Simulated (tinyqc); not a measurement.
Deep trap from a strong local potential in a two-band host (Koster-Slater model with semi-elliptic bands): one step, computed by the program tinyqc.

The valence band spans -2 W_v to 0 and the conduction band E_g to E_g + 2 W_c. The orbital at the impurity site has weight f_v in the valence band and 1 - f_v in the conduction band, each spread as a semi-ellipse (2/(pi W^2)) sqrt(W^2 - x^2) about the band centre. The impurity adds U to this orbital. Spin is left out.

Task: Thresholds and the vacancy level. In the gap G(E) = f_v (2/W_v^2)[x - sqrt(x^2 - W_v^2)] - (1 - f_v)(2/W_c^2)[y - sqrt(y^2 - W_c^2)], x = E + W_v, y = E_g + W_c - E. G falls across the gap from G(0) to G(E_g). A repulsive U binds if U > 1/G(0), an attractive one if U < 1/G(E_g); the vacancy level (U infinite) solves G(E) = 0 (bisection).

Inputs (values chosen for the exercise, with a gap close to that of germanium):
```
quantity,value,unit
gap E_g,0.676,eV
half-width of the valence band W_v,4.1,eV
half-width of the conduction band W_c,2.2,eV
valence weight f_v of the site orbital,0.6,-
```

Impurity: repulsive, acceptor-like.

Give: G(0); G(E_g); repulsive threshold; attractive threshold; vacancy level.

Result:

G(0) = 0.123 1/eV

G(E_g) = -0.198 1/eV

repulsive threshold = 8.10 eV

attractive threshold = -5.06 eV

vacancy level = 0.285 eV
